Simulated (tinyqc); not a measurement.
Inside a calculation. Model: resistance of a source-drain extension with a graded tip.

Computed by the program tinyqc: `OMP_NUM_THREADS=1 python tinyqc.py 2282097 2282098 out.jsonl`, one thread of a shared Intel Xeon 2.30GHz, about 0.03 s for the whole run. Printed values are rounded.

y runs along the channel, the gate covers y > 0. The doping is N0 for y < y0 and N0 10^(-(y - y0)/la) beyond, uniform over the depth xj. Sheet conductance s(y) = q mu(N) max(N - Nch, 0) xj + (for y > 0) ma Cox Vo, with mu(N) = u0 + (u1 - u0)/(1 + (N/Nr)^au) and Cox = eps0 eox/tox. Current is taken as one-dimensional; depletion of the tip, spreading and the contact are left out. The metallurgical junction lies at yj, where N = Nch.

Values chosen for this exercise; mobility law close to that of electrons in silicon:
```
symbol   value        unit                                                                 meaning
eox        3.9              relative permittivity of the gate insulator (close to silicon dioxide)
tox          2          nm                                                     insulator thickness
N0      7.2e19       cm^-3                        active doping of the extension far from the gate
la         2.7   nm/decade                                                      lateral abruptness
y0         3.6          nm          position under the gate where the fall begins (gate edge at 0)
xj          13          nm                                                  depth of the extension
Nch       2e18       cm^-3                                                          channel doping
Vo        0.88           V                                                          gate overdrive
ma         250  cm^2/(V s)                                      mobility of the gate-induced layer
u1        1414  cm^2/(V s)                                                  mobility at low doping
u0        68.5  cm^2/(V s)                                                 mobility at high doping
Nr      9.2e16       cm^-3                                                        reference doping
au       0.711                                                                            exponent
Lg          90          nm                                                             gate length
```

Constants: q = 1.602176634e-19 C, eps0 = 8.8541878128e-14 F/cm where lengths are in cm. Results are converted to the units shown.

## Sheet resistances and junction position

yj = y0 + la log10(N0/Nch); sheet resistance of the full extension 1/[q mu(N0)(N0 - Nch) xj] and of the gate-induced layer 1/(ma Cox Vo); metallurgical length Lg - 2 yj; ye is where the doped and the gate-induced conductances are equal.

yj = 7.802017 nm
sheet resistance of the extension = 855.3275 ohm/square
sheet resistance of the induced layer = 2632.655 ohm/square
metallurgical length = 74.39597 nm
ye = 5.048162 nm
N at ye = 2.093998e19 cm^-3

The gate takes over 2.75 nm before the junction, where N is still 10.5 times the channel doping.

## Resistance of the overlapped part

Midpoint rule on 11 equal steps from 0 to yj: R_ov = sum h/s(y), per width.

| point | y (nm) | N (cm^-3) | doped conductance (uS) | sheet resistance (ohm/square) |
|---|---|---|---|---|
| 0 | 0.3546371 | 7.2e19 | 1169.143 | 645.5830 |
| 1 | 1.063911 | 7.2e19 | 1169.143 | 645.5830 |
| 2 | 1.773186 | 7.2e19 | 1169.143 | 645.5830 |
| 3 | 2.482460 | 7.2e19 | 1169.143 | 645.5830 |
| 4 | 3.191734 | 7.2e19 | 1169.143 | 645.5830 |
| 5 | 3.901008 | 5.569907e19 | 922.7896 | 767.6752 |
| 6 | 4.610283 | 3.041962e19 | 532.2153 | 1096.419 |
| 7 | 5.319557 | 1.661344e19 | 307.8373 | 1454.161 |
| 8 | 6.028831 | 9.073303e18 | 173.8889 | 1805.923 |
| 9 | 6.738105 | 4.955315e18 | 88.12699 | 2136.882 |
| 10 | 7.447380 | 2.706307e18 | 26.47573 | 2461.112 |

R_ov = 9.1852 ohm um

The exact integral is 9.1883 ohm um; the coarse sum is 0.034 % below it.
